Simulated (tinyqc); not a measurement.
Effective mass of the light-hole band from tabulated energies, step by step. Values are carried at full precision from step to step, so a last printed digit may differ when a step is redone from the rounded ones.

c = hbar^2/2m0. A uniform scatter of up to 0.3 meV has been added to mimic numerical noise.
Constants: hbar^2/2m0 = 3.80998211 eV angstrom^2.

## Finite differences

Energies along [100], from the band edge downward:

| k (1/angstrom) | E (meV) |
|---|---|
| 0.00000 | 0.0000 |
| 0.00230 | 1.4654 |
| 0.00460 | 5.4566 |
| 0.00690 | 11.1645 |
| 0.00920 | 19.4270 |
| 0.01150 | 29.1724 |
| 0.01380 | 39.7560 |
| 0.01610 | 51.3828 |
| 0.01840 | 63.8684 |

reference mass (curvature of the model at k = 0.0001 1/angstrom) = 0.01517 m0

The band is even in k. m = c k^2/E(k) from the points 1, 2, 4 (k = 0 is point 0); Richardson from points 1 and 2: c/m = [16 E(k1) - E(k2)]/(12 k1^2).

m from points 1, 2, 4 (m0): 0.01375  0.01477  0.01660

m by Richardson = 0.01344 m0

Errors against the reference: -9.31, -2.58 and +9.46 % and -11.35 %. The extrapolation does not help: a scatter of 0.3 meV is 20 % of the first energy, and the formula weights that point by 4/3.

## Least squares over all points

Fit E = a k^2 (a = sum k^2 E/sum k^4), then E = a k^2 + b k^4 from the normal equations; E in eV; m = c/a.

sums of k^4, k^6, k^8: 2.4548e-07  6.6167e-11  1.9331e-14

sums of k^2 E, k^4 E: 4.8670e-05  1.2892e-08

a, one term = 198.27 eV angstrom^2

a and b, two terms: 239.1  -1.515e+05

m, one and two terms (m0): 0.01922  0.01593

The parabola over all points errs by +26.7 % because the weights k^4 favour the outer points; the second term brings the error to +5.1 %.

## The non-parabolic form

E (1 + alpha E) = c k^2/m means that y = c k^2/E is a straight line in E with intercept m and slope m alpha. Fit the line by unweighted least squares over points 1 to 8, E in eV.

y (m0): 0.01375  0.01477  0.01625  0.01660  0.01727  0.01825  0.01922  0.02020

m = 0.01443 m0
alpha = 6.540 1/eV

The intercept errs by -4.88 %. The scatter of the first points, divided by small energies, tilts an unweighted line. For this band the scale of alpha is set by Dso = 0.816 eV as well as by the gap.

## Checks

- Two-term fit by normal equations against a least-squares routine: both 239.101.

Computed by tinyqc, a small Python program: `OMP_NUM_THREADS=1 python tinyqc.py 1850039 1850040 out.jsonl` (the numbers bound the seed that draws the inputs); one thread of a shared host (Intel(R) Xeon(R) Processor @ 2.30GHz), about 0.01 s for the whole set of steps.
